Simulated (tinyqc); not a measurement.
# Capacitances from a Coulomb diamond

Question. A single-electron transistor has the bias V on its left lead and the right lead at 0 V. Its diamonds repeat every q/Cg in gate voltage, close at |V| = q/Cs with Cs = CL + CR + Cg, and have edges of slope dV/dVg = -Cg/CL and Cg/(Cs - CL). Find Cg, Cs, CL and CR.

Constants: q = 1.602176634e-19 C. Results are converted to the units shown.

gate period = 176.06337 mV
bias at the tip of the diamond = 17.396055 mV
slope dV/dVg of the rising edge = 0.22693267

Solution. The period gives Cg, the tip Cs, and the rising edge Cs - CL = CR + Cg.

Cg = 0.910 aF
Cs = 9.21 aF
CL = 5.20 aF
CR = 3.10 aF

tinyqc, about 0.01 s, one thread, Intel Xeon 2.30GHz (shared host): `OMP_NUM_THREADS=1 python tinyqc.py 2780038 2780039 out.jsonl`
